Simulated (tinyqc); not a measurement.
## Poole-Frenkel parameters from three currents

Inverse problem. Poole-Frenkel conduction in an insulator follows J = s0 F exp[-(pt - sqrt(q F/(pi eps0 ei)))/Vt], Vt = kB T/q, F in V/cm. Find ei, pt and s0.

Constants: q = 1.602176634e-19 C, kB = 1.380649e-23 J/K, eps0 = 8.8541878128e-14 F/cm where lengths are in cm. Results are converted to the units shown.

J at (0.9 MV/cm, 300 K), (3.61 MV/cm, 300 K) and (3.61 MV/cm, 350 K) (A/cm^2): [4.8615262e-7, 10.932871, 47.983385]

Answer. The two fields give the lowering coefficient and so ei; the two temperatures give the lowered barrier, to which the lowering is added back.

ei = 3.230
pt = 1.070 eV
s0 = 0.09500 S/cm

Computed by the program tinyqc: `OMP_NUM_THREADS=1 python tinyqc.py 2370035 2370036 out.jsonl`, one thread of a shared Intel Xeon 2.30GHz, about 0.01 s for the whole run.
